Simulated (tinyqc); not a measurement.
Strain-driven roughening and islands of a mismatched epitaxial film: one step, computed by the program tinyqc.

Film and substrate share isotropic elastic constants; the film is coherent and biaxially strained.

Question. A ripple of given wavelength. A ripple A cos(k x) has the surface chemical potential per volume [gamma k^2 - 2 (1 + nu) w k] A cos(k x), so k_c = 2 (1 + nu) w/gamma. With surface diffusion the amplitude grows at the rate q = B k^2 [2 (1 + nu) w k - gamma k^2], fastest at k_m = (3/4) k_c. B is the surface mobility. Stress at the trough = stress x (1 + 2 k A).

Inputs (values chosen for the exercise, modelled on InAs on GaAs):

| quantity | value | unit |
|---|---|---|
| Poisson ratio nu | 0.32 | - |
| surface energy gamma | 0.671 | J/m^2 |
| surface mobility D_s nu_s Omega^2/(k_B T) | 8.3e-34 | m^6/(J s) |
| initial ripple amplitude A0 | 0.22 | nm |
| ripple wavelength over the critical one | 2.9 | - |

Transport: surface diffusion.

k_c = 2.385008 1/nm

energy density w = 606.1894 MJ/m^3

growth time 1/q at k_m = 5.261584e-04 s

Give: k; rate q; q over the largest rate; stress concentration at A0.

Answer.

k = 0.8224 1/nm

rate q = 484.1 1/s

q over the largest rate = 0.2547

stress concentration at A0 = 1.362

The ripple grows. Caution: a wavelength of a few nanometres is at the limit of continuum theory, where steps and facets rule.
